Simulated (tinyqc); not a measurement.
Worked calculation: density of states of one tight-binding band on the triangular lattice. Values are carried at full precision from step to step, so a last printed digit may differ when a step is redone from the rounded ones.

E(k) = -2 t (cos 2 pi k1 + cos 2 pi k2 + cos 2 pi (k1 + k2)); k in fractions of the reciprocal vectors, mesh k_i = j/N with j = 0 .. N-1. Densities are per cell and per spin, so the band holds one state.

Values chosen for the exercise: t = 1.13 eV (nearest hopping); N = 8 (mesh points along each axis); bins = 10 (bins of the histogram); E_lo = -6.813 eV (lower end of the histogram); E_hi = 3.417 eV (upper end); E = -2.34 eV (energy at which the density is wanted); sigma = 0.565 eV (Gaussian width).

## Energies on the mesh

Evaluate the band at all 64 points and collect equal values.

Distinct energies:
```
E_k (eV)  points
-6.7800        1
-5.4561        6
-3.1961        6
-2.2600        6
0.0000        12
0.9361         6
2.2600        21
3.1961         6
```

The 64 points give 8 distinct energies between -6.7800 and 3.1961 eV; a dense mesh gives a band from -6.780 to 3.390 eV.

## Histogram

Count the points in equal bins from E_lo to E_hi; g = count/(all points x bin width).

Histogram:
```
from (eV)  to (eV)  points  g (1/eV)
-6.8130    -5.7900       1    0.0153
-5.7900    -4.7670       6    0.0916
-4.7670    -3.7440       0    0.0000
-3.7440    -2.7210       6    0.0916
-2.7210    -1.6980       6    0.0916
-1.6980    -0.6750       0    0.0000
-0.6750     0.3480      12    0.1833
0.3480      1.3710       6    0.0916
1.3710      2.3940      21    0.3207
2.3940      3.4170       6    0.0916
```

Empty bins: 2 of 10; the fullest holds 21 points. Empty bins inside the band come from the coarse mesh, not from gaps.

## Gaussian broadening at one energy

Gaussian broadening: g(E) = mean over the mesh of exp(-(E - E_k)^2/(2 sigma^2))/(sigma sqrt(2 pi)), n(E) = mean of erfc((E_k - E)/(sigma sqrt 2))/2.

Sum over the distinct energies with their counts.

n(E) = 0.2386
g(E) = 0.0866 1/eV

## One triangle of the mesh

For corner energies e1 <= e2 <= e3 and eij = ei - ej, the share of the triangle below E is n = (E - e1)^2/(e21 e31) for e1 < E < e2 and n = 1 - (e3 - E)^2/(e31 e32) for e2 < E < e3; its density of states is g = dn/dE.

corner energies, sorted (eV): [-5.4561, -3.1961, -2.2600]

Find its share below E and its density of states at E.

n = 0.9979
g = 0.0535 1/eV

E lies between corners 2 and 3.

## Sum over all linear triangles

Each cell of the mesh is cut along (i+1, j)-(i, j+1) into two triangles. For corner energies e1 <= e2 <= e3 and eij = ei - ej, the share of the triangle below E is n = (E - e1)^2/(e21 e31) for e1 < E < e2 and n = 1 - (e3 - E)^2/(e31 e32) for e2 < E < e3; its density of states is g = dn/dE.

Average n and g over all pieces of the mesh. The reference uses the same method with N = 240.

n(E) = 0.2136
g(E) = 0.0665 1/eV
reference n(E) = 0.221
reference g(E) = 0.063 1/eV

On this mesh the linear method errs by +0.004 1/eV in g and -0.007 in n; the Gaussian sum erred by +0.024 and +0.018.

## Checks

- States below the top of the band by the linear method against one: both 1.000000.

(tinyqc, `OMP_NUM_THREADS=1 python tinyqc.py 1680695 1680696 out.jsonl`, Intel(R) Xeon(R) Processor @ 2.30GHz, 1 thread, shared host, about 0.09 s.)
